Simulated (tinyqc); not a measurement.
# Subthreshold parameters from three currents

Inverse problem. Far below threshold and for Vds well above Vt the virtual-source current tends to I = Cinv n Vt vx0 exp((Vgs - VT0 + dl Vds + al Vt)/(n Vt)) per width, with constant n; the three currents follow this limit. Find n, dl and VT0.

Inputs (values chosen for the exercise): temperature T = 300 K; inversion capacitance Cinv = 2.16 uF/cm^2; velocity at the virtual source vx0 = 2.57e7 cm/s; threshold shift (in units of Vt) from weak to strong inversion al = 3.5.

Constants: q = 1.602176634e-19 C, kB = 1.380649e-23 J/K, Vt = kB T/q. Results are converted to the units shown.

I at (Vgs, Vds) = (-0.2, 0.3), (-0.12, 0.3) and (-0.2, 0.8) V (nA/um): [0.16843779, 2.8801346, 2.9316955]

Answer. The first two currents differ in Vgs alone and give n; the first and third differ in Vds alone and give dl; the size of the first then gives VT0.

n = 1.090
dl = 0.1610 V/V
VT0 = 0.3260 V

tinyqc, about 0.01 s, one thread, Intel Xeon 2.30GHz (shared host): `OMP_NUM_THREADS=1 python tinyqc.py 2380075 2380076 out.jsonl`
